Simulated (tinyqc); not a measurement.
Piezoresistors in the (001) plane of a cubic crystal: two steps of the calculation.

Plane stress in crystal axes x = [100], y = [010]. First-order piezoresistance: d rho_xx/rho = p11 sxx + p12 syy, d rho_yy/rho = p12 sxx + p11 syy, d rho_xy/rho = p44 sxy; a resistor along d = (cos th, sin th) changes by dR/R = d.(d rho/rho).d. Changes of geometry and second-order terms are left out.

Inputs (values chosen for the exercise); coefficients close to those of lightly doped p-type silicon: piezoresistive coefficient p11 = 6.37 x 1e-11/Pa; piezoresistive coefficient p12 = -1.12 x 1e-11/Pa; piezoresistive coefficient p44 = 132 x 1e-11/Pa; angle of the current from [100] th = 0 deg; bridge supply Vb = 5 V; Young's modulus along [110] E = 168 GPa.

Question 1. Resistors at th and th + 90 degrees, and the bridge. dR/R = d.(d rho/rho).d. A full bridge with two resistors of each kind in opposite arms gives Vout = Vb (a - b)/(2 + a + b), a and b the two dR/R.

d rho/rho (%):
```
            x           y
x  -0.7250600  -7.7880000
y  -7.7880000   0.6830600
```

Wanted: dR/R at th; dR/R at th + 90; Vout.

Answer 1.

dR/R at th = -0.7251 %
dR/R at th + 90 = 0.6831 %
Vout = -35.21 mV

Question 2. Longitudinal and transverse coefficients. For uniaxial stress along or across the current: pL = p11 - (A/2) sin^2(2 th), pT = p12 + (A/2) sin^2(2 th), A = p11 - p12 - p44. Gauge factor along [110]: E (p11 + p12 + p44)/2.

Wanted: A; pL; pT; gauge factor.

Answer 2.

A = -124.51 x 1e-11/Pa
pL = 6.3700 x 1e-11/Pa
pT = -1.1200 x 1e-11/Pa
gauge factor = 115.29

Computed by the program tinyqc: `OMP_NUM_THREADS=1 python tinyqc.py 2530069 2530070 out.jsonl`, one thread of a shared Intel Xeon 2.30GHz, about 0.01 s for the whole run.
